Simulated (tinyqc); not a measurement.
# Depth and level of a trap from the time ratio

Inverse problem. For an oxide trap tc/te = exp(E/Vt) with E = E0 - dpsi - (xt/tox)(Vg - VT - dpsi), dpsi being the rise of the surface potential above its value at threshold. Find xt and E0, and the depth that would be read if dpsi were ignored.

Values chosen for this exercise:
- T = 300 K (temperature)
- tox = 5.7 nm (insulator thickness)

Constants: q = 1.602176634e-19 C, kB = 1.380649e-23 J/K, Vt = kB T/q. Results are converted to the units shown.

Vg - VT (V): [0.06, 0.21]
tc/te: [3.2559550, 0.13155231]
dpsi (V): [0.023452465, 0.054028268]

Solution. E + dpsi is a straight line in the oxide voltage Vg - VT - dpsi with slope -xt/tox and intercept E0. Ignoring dpsi assigns the motion of the bands to the trap and overstates its depth.

xt = 2.500 nm
E0 = 0.07000 eV
depth read without dpsi = 3.152 nm

tinyqc, about 0.01 s, one thread, Intel Xeon 2.30GHz (shared host): `OMP_NUM_THREADS=1 python tinyqc.py 2710118 2710119 out.jsonl`
